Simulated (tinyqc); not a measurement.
Comparisons within one model: band offset of a heterojunction with an interface dipole (two-band chains, self-consistent charge). A value that a table varies takes the place of the one given here.

Sites alternate A, C. Left: A at -G1/2, C at +G1/2, hopping -t1; right: A at D - G2/2, C at D + G2/2, hopping -t2; the bonds across the two interfaces of a ring (C left to A right, C right to A left) have -sqrt(t1 t2). D is the offset of the mid-gaps, so Ev(right) - Ev(left) = D - (G2 - G1)/2 and Ec(right) - Ec(left) = D + (G2 - G1)/2. The closing bond has its sign reversed (antiperiodic ring). Half the levels are filled with two electrons each. The charge moved is q = (electrons on the left) less one a site; the mean over the two interfaces, q/2, is taken as the charge that crosses each, and its dipole opposes the offset: D = D0 - u q/2.

From here on the ring has 24 cells a side.

Parameters, chosen for this exercise (gaps near those of Si and SiO2; the chains and D0 are free models, so the offsets are not those of the real pair; not measured data): G1 = 1.13 eV (gap on the left); G2 = 9.12 eV (gap on the right); t1 = 2.22 eV (hopping on the left); t2 = 2.2 eV (hopping on the right); u = 6 eV (potential step per electron moved across); D0 = -1.14 eV (mid-gap of the right side above that of the left, without dipole).

## Where the moved charge sits

D = -0.93132 eV

Electrons in cell k from an interface at the self-consistent D, less those at D = 0. Interface 1 joins C left to A right, interface 2 C right to A left. The decay lengths 1/(2 kappa a) are those of mid-gap states, cosh(kappa a) = 1 + G^2/(8 t^2).

Change of the electron count:

| k | left of 1 | right of 1 | left of 2 | right of 2 |
|---|---|---|---|---|
| 1 | -0.01563 | 0.02820 | -0.02288 | 0.03966 |
| 2 | -0.00632 | 0.00066 | -0.00864 | 0.00100 |
| 3 | -0.00318 | 0.00002 | -0.00424 | 0.00003 |
| 4 | -0.00168 | 0.00000 | -0.00222 | 0.00000 |
| 5 | -0.00091 | 0.00000 | -0.00119 | 0.00000 |
| 6 | -0.00050 | 0.00000 | -0.00066 | 0.00000 |

decay lengths (cells): left 1.970, right 0.276

What can be read from the table?

Over six cells interface 1 moves -0.0282 electrons to the left side and +0.0289 to the right, interface 2 -0.0398 and +0.0407: each change is a dipole, and the two differ because the bonds join different sites. The first cells hold 77 % of it at interface 1. The tail is longer on the left, where the gap is smaller against the hopping: from k = 2 to 4 it falls by a factor 3.76, and pure mid-gap decay would give 2.76; the exponential carries a prefactor that falls as a power of the distance, so the first cells drop faster.

## Screening of the starting offset

chi = 0.072765 1/eV

D0 is varied; the self-consistent D is found by bisection. chi = dq/dD at D = 0; the linear rule is D = S D0 with S = 1/(1 + u chi/2). The gap of the junction closes (type III) at |D| = (G1 + G2)/2.

Against D0:

| 2 D0/(G1 + G2) | D0 (eV) | q at D0 | D (eV) | D/D0 | linear (eV) |
|---|---|---|---|---|---|
| -0.85 | -4.356 | -0.5576 | -3.3371 | 0.7660 | -3.5757 |
| -0.55 | -2.819 | -0.2607 | -2.2473 | 0.7973 | -2.3137 |
| -0.30 | -1.538 | -0.1201 | -1.2512 | 0.8138 | -1.2620 |
| -0.15 | -0.769 | -0.0569 | -0.6297 | 0.8191 | -0.6310 |
| 0.10 | 0.512 | 0.0376 | 0.4203 | 0.8200 | 0.4207 |
| 0.25 | 1.281 | 0.0980 | 1.0454 | 0.8159 | 1.0517 |
| 0.50 | 2.562 | 0.2274 | 2.0534 | 0.8013 | 2.1034 |
| 0.80 | 4.100 | 0.4931 | 3.1651 | 0.7720 | 3.3654 |
| 0.95 | 4.869 | 0.7146 | 3.6685 | 0.7535 | 3.9964 |

What can be read from the table?

D/D0 lies between 0.753 and 0.820, against S = 0.821 from chi at D = 0; the linear rule misses by at most 328 meV. q is odd in D. Less than half of the starting offset is screened, so the natural line-up still counts most.

## Wider gaps screen less

G2 is varied. chi = (q(+0.01) - q(-0.01))/0.02 at D = 0, S = 1/(1 + u chi/2).

Against G2:

| G2 (eV) | chi (1/eV) | S |
|---|---|---|
| 0.7 | 0.58479 | 0.3631 |
| 1.1 | 0.47960 | 0.4100 |
| 1.5 | 0.40806 | 0.4496 |
| 2.3 | 0.31337 | 0.5154 |
| 3.4 | 0.23290 | 0.5887 |
| 5.5 | 0.14508 | 0.6967 |
| 7.0 | 0.10746 | 0.7562 |
| 9.0 | 0.07432 | 0.8177 |

How do the results move?

chi falls from 0.5848 to 0.0743 1/eV, a factor 7.9, and S rises from 0.363 to 0.818: charge crosses through the tails of states that tunnel into the other gap, and these shorten as the gap widens. u is kept fixed, though a wider gap also screens less and would raise it.

## What each parameter does

Self-consistent D by bisection, q there, and the two offsets. Each row changes one parameter from the base and keeps the others.

Results:

| case | D (eV) | q | valence offset (eV) | conduction offset (eV) |
|---|---|---|---|---|
| base | -0.9313 | -0.0696 | -4.9263 | 3.0637 |
| G1 = 1.299 eV | -0.9344 | -0.0685 | -4.8449 | 2.9761 |
| G2 = 10.488 eV | -0.9684 | -0.0572 | -5.6474 | 3.7106 |
| t1 = 2.553 eV | -0.9256 | -0.0715 | -4.9206 | 3.0694 |
| t2 = 2.53 eV | -0.9216 | -0.0728 | -4.9166 | 3.0734 |
| D0 = -1.311 eV | -1.0694 | -0.0805 | -5.0644 | 2.9256 |
| u = 6.9 eV | -0.9067 | -0.0676 | -4.9017 | 3.0883 |

How do the results move?

The largest shifts from the base row, up to three for each result and ties (the steps differ in size, so this ranks the rows, not the parameters). D (eV): D0 -0.1381, G2 -0.0371, u +0.0246. q: G2 +0.0124, D0 -0.0110, t2 -0.0033. valence offset (eV): G2 -0.7211, D0 -0.1381, G1 +0.0814. conduction offset (eV): G2 +0.6469, D0 -0.1381, G1 -0.0876.

Program tinyqc; command `OMP_NUM_THREADS=1 python tinyqc.py 1481720 1481721 out.jsonl`; about 0.3 s on one thread of a shared Intel(R) Xeon(R) Processor @ 2.30GHz.
